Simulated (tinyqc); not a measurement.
Donor level screened by free carriers (Yukawa potential): one step. Units and screening length. Three cases, with inputs chosen for the exercise.

Problem. Give Ry* = Ry m/eps^2, a* = a0 eps/m, EF, the three values of ks, and x = ks a*.

Screening wave number: Debye ks^2 = 4 pi q n/(eps kB T); Thomas-Fermi ks^2 = 6 pi q n/(eps EF) with EF = c (3 pi^2 n/gv)^(2/3)/m, c = hbar^2/2m0; the two are joined by 1/ks^2 = sqrt(1/ks_D^4 + 1/ks_TF^4). 1e18/cm^3 = 1e-6/angstrom^3, q = e^2/(4 pi eps0).

Constants: e^2/(4 pi eps0) = 14.39964547 eV angstrom; kB = 8.617333262e-05 eV/K; hbar^2/2m0 = 3.80998211 eV angstrom^2; Ry = 13.60569312 eV; a0 (Bohr radius) = 0.5291772105 angstrom.

Case 1.

Values chosen (near those of a donor in 4H SiC, with one mean mass; shifted at random, so the results belong to these values and not to a real crystal): m = 0.399 m0 (mass); eps = 9.9 (dielectric constant); gv = 3 (valleys); T = 300 K (temperature); n = 0.2 x 1e18/cm^3 (free-carrier density).

Case 2.

Values chosen (near those of a donor in InP, with one mean mass; shifted at random, so the results belong to these values and not to a real crystal): m = 0.079 m0 (mass); eps = 12.4 (dielectric constant); gv = 1 (valleys); T = 77 K (temperature); n = 0.022 x 1e18/cm^3 (free-carrier density).

Case 3.

Values chosen (near those of a donor in Si, with one mean mass; shifted at random, so the results belong to these values and not to a real crystal): m = 0.313 m0 (mass); eps = 11.9 (dielectric constant); gv = 6 (valleys); T = 400 K (temperature); n = 1.7 x 1e18/cm^3 (free-carrier density).

Give: Ry*; a*; EF; ks: Debye, Thomas-Fermi, joined; x.

Solution.

Case 1.

Ry* = 55.389 meV
a* = 13.13 angstrom
EF = 1.50 meV

ks: Debye, Thomas-Fermi, joined (1/angstrom): 0.01189  0.06041  0.01189

x = 0.1561

EF/kB T = 0.06, so the Debye value, the smaller one, controls the screening.

Case 2.

Ry* = 6.990 meV
a* = 83.06 angstrom
EF = 3.62 meV

ks: Debye, Thomas-Fermi, joined (1/angstrom): 0.00696  0.01153  0.00674

x = 0.5601

EF/kB T = 0.55, so the Debye value, the smaller one, controls the screening.

Case 3.

Ry* = 30.073 meV
a* = 20.12 angstrom
EF = 5.03 meV

ks: Debye, Thomas-Fermi, joined (1/angstrom): 0.02739  0.08784  0.02732

x = 0.5497

EF/kB T = 0.15, so the Debye value, the smaller one, controls the screening.

Computed by tinyqc, one run a case: `OMP_NUM_THREADS=1 python tinyqc.py N N+1 out.jsonl` with N = 1250075, 1250210, 1250255; one thread of a shared Intel(R) Xeon(R) Processor @ 2.30GHz, about 0.02 s a run at most.
